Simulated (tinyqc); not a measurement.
Deep trap from a strong local potential in a two-band host (Koster-Slater model with semi-elliptic bands): one step, computed by the program tinyqc. Command: `OMP_NUM_THREADS=1 python tinyqc.py 3003290 3003291 out.jsonl deeptrap walk`. One thread of a shared host (Intel(R) Xeon(R) Processor @ 2.30GHz), about 0.02 s of CPU time with the checks.

The valence band spans -2 W_v to 0 and the conduction band E_g to E_g + 2 W_c. The orbital at the impurity site has weight f_v in the valence band and 1 - f_v in the conduction band, each spread as a semi-ellipse (2/(pi W^2)) sqrt(W^2 - x^2) about the band centre. The impurity adds U to this orbital. Spin is left out.

Question. Levels of the small matrix. Diagonalise H (2n rows). The trap level, between the highest valence and the lowest conduction e_k, is number n + 1 from below for an attractive impurity and number n for a repulsive one.

Impurity: repulsive, acceptor-like.

H (eV), lower triangle (symmetric):
```
          1          2         3         4
1  0.629000
2  2.679000  -3.471000
3  2.187394   2.187394  5.762000
4  2.187394   2.187394  1.786000  3.562000
```

Give: levels; trap level of the matrix.

Answer.

levels (eV): -5.0170  -0.4884  2.8247  9.1627

trap level of the matrix = -0.48843 eV
